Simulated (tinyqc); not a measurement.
Six-transistor SRAM cell, nodal equations and margins: one step of the calculation.

Two cross-coupled inverters (pull-down bn, pull-up bp) hold the nodes Q and QB; access transistors (ba, threshold VTn, gate on the word line at Vdd when selected) join them to the bit lines. Transistor (EKV form, voltages against the body): I = 2 n b Vt^2 [F(vp - Vs) - F(vp - Vd)] from drain to source, F(v) = ln^2(1 + exp(v/(2 Vt))), vp = (Vg - VT + sg |Vd - Vs|)/n. n-channel bodies are at 0; for the p-channel device all voltages are counted down from Vdd. b in uA/V^2 gives I in uA. For an access transistor the bit line is the drain and the node the source. In a read both bit lines are at Vdd. The cell is symmetric (no mismatch).

Question. Node voltages in a read by Newton steps. F1 = In(gate QB, drain Q) - Ip(gate QB, drain Q) - Ia(bit line, Q), F2 the same with Q and QB exchanged; J by central differences with +/- 1e-6 V; solve J d = -F, limit each component to +/- 0.15 V and add.

Parameters, values chosen for the exercise:
```
symbol  value    unit                                  meaning
T         325       K                              temperature
Vdd       0.6       V                           supply voltage
n        1.17                                     slope factor
sg      0.111                   drain-induced barrier lowering
VTn      0.36       V                      n-channel threshold
VTp      0.34       V          p-channel threshold (magnitude)
bn        180  uA/V^2  gain factor of the pull-down transistor
ba        150  uA/V^2     gain factor of the access transistor
bp         51  uA/V^2    gain factor of the pull-up transistor
```

Constants: q = 1.602176634e-19 C, kB = 1.380649e-23 J/K, Vt = kB T/q. Results are converted to the units shown.

(Q, QB) after iteration 1 (V): Q 0.06547458, QB 0.59999036

Give: F1, F2; J; (Q, QB) after iteration 2.

Answer.

F1, F2 (uA): [-0.8468, 0.0002]

J (uS):
```
        Q     QB
F1  66.49  12.29
F2   0.01   9.60
```

(Q, QB) after iteration 2 (V): Q 0.0782, QB 0.6000

Computed by the program tinyqc: `OMP_NUM_THREADS=1 python tinyqc.py 2340116 2340117 out.jsonl`, one thread of a shared Intel Xeon 2.30GHz, about 0.2 s for the whole run.
